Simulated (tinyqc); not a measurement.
## Ground and coupling capacitance from two measurements

Inverse problem. A line has Cg to the planes and Cc to each of two neighbours. Find Cg, Cc, the load when both neighbours switch in antiphase, and the pulse on the line when it floats and both neighbours swing by Vx.

Parameters, values chosen for the exercise:

| symbol | value | unit | meaning |
|---|---|---|---|
| Vx | 0.7 | V | swing |

capacitance with neighbours driven alike and with neighbours grounded (aF/um): [47, 155]

Solution. Driven alike, Cc carries no charge, which leaves Cg; grounded neighbours give Cg + 2 Cc, antiphase Cg + 4 Cc; a floating line divides the swing as 2 Cc/(Cg + 2 Cc).

Cg = 47.0 aF/um
Cc = 54.0 aF/um
load in antiphase = 263 aF/um
pulse = 0.488 V

Program tinyqc, `OMP_NUM_THREADS=1 python tinyqc.py 2790168 2790169 out.jsonl`; Intel Xeon 2.30GHz, shared host, one thread, about 1 s.
